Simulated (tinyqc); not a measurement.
Gap against thickness: thin (001) film in sp3s* tight binding with raised dangling bonds.

Planes alternate anion (a), cation (c) along [001], a/4 apart, starting with an anion; zero in-plane momentum; levels counted from the bulk Ev, the lower root of [[Epa, Vxx], [Vxx, Epc]]; no spin-orbit coupling. Block of s, pz, s*: from an anion to the cation above, Vss/2 (s,s), Vsapc/2 (s,z), -Vscpa/2 (z,s), Vxx/2 (z,z), Vxapc/2 (s*,z), -Vpaxc/2 (z,s*); to the cation below the same with the s-z and s*-z signs reversed. Block of u = (px + py)/sqrt2 and v = (px - py)/sqrt2: to the cation above (Vxx + Vxy)/2 for u and (Vxx - Vxy)/2 for v, to the cation below the reverse. Each surface atom has two dangling sp3 hybrids; raising both by dl adds (dl/2) [[1, t], [t, 1]] to its s, pz levels (t = -1 at the bottom face, +1 at the top) and dl to the one of u, v in whose plane the missing bonds lie (v for a bottom anion or a top cation, u for a top anion).

Parameters, chosen for this exercise (near a published set for GaP, fitted to gaps, whose masses and valley positions are rough; the results hold for these values, not for the real material): p = (-8.108, 1.121, -2.213, 4.141, 8.507, 7.143, -7.441, 2.149, 5.124, 4.26, 6.361, 4.652, 5.152) eV (order Esa, Epa, Esc, Epc, Exa, Exc, Vss, Vxx, Vxy, Vsapc, Vscpa, Vxapc, Vpaxc); a = 5.456 angstrom (lattice constant); dp = 30 eV (value of dl for the passivated films); Ns = (8, 9, 14, 19, 24, 33, 46, 62) (numbers of planes).

edges (eV): Gamma 2.83848, Delta 2.35203

Passivated films (finite dp, so levels can still be some meV from their limit), thickness N a/4. Highest level below mid-gap (either block) and the two lowest above it. The exponents are -d ln(shift)/d ln N between the sixth and the last film, for the valence level and for the lowest conduction level.

Levels (eV):

| N | thickness (angstrom) | Ev1 | Ec1 | Ec2 | gap |
|---|---|---|---|---|---|
| 8 | 10.91 | -0.3015 | 2.5641 | 2.9363 | 2.8655 |
| 9 | 12.28 | -0.3053 | 2.5068 | 2.8926 | 2.8120 |
| 14 | 19.10 | -0.1315 | 2.4186 | 2.6094 | 2.5501 |
| 19 | 25.92 | -0.0881 | 2.3843 | 2.4848 | 2.4724 |
| 24 | 32.74 | -0.0536 | 2.3725 | 2.4364 | 2.4261 |
| 33 | 45.01 | -0.0324 | 2.3620 | 2.3931 | 2.3944 |
| 46 | 62.74 | -0.0166 | 2.3571 | 2.3728 | 2.3737 |
| 62 | 84.57 | -0.0095 | 2.3548 | 2.3631 | 2.3643 |

exponents: valence 1.95, conduction 2.05

The gap is 2.866 eV at 10.9 angstrom and 2.364 eV at 84.6, against 2.352 eV in the bulk along this line. At 19 planes the conduction side gives 32 meV of the widening and the valence side 88 meV. A hard-walled parabolic band has exponent 2; departures come from the offset between N a/4 and the effective width, from non-parabolicity and from the termination (odd and even N end differently: in the direction of the bond rows at the two faces and, in a compound, in the kind of atom), which also makes single steps in N uneven. Ec1 and Ec2 come from the neighbourhood of X.

tinyqc: `OMP_NUM_THREADS=1 python tinyqc.py 1452194 1452195 out.jsonl`; about 0.3 s, one thread, shared Intel(R) Xeon(R) Processor @ 2.30GHz.
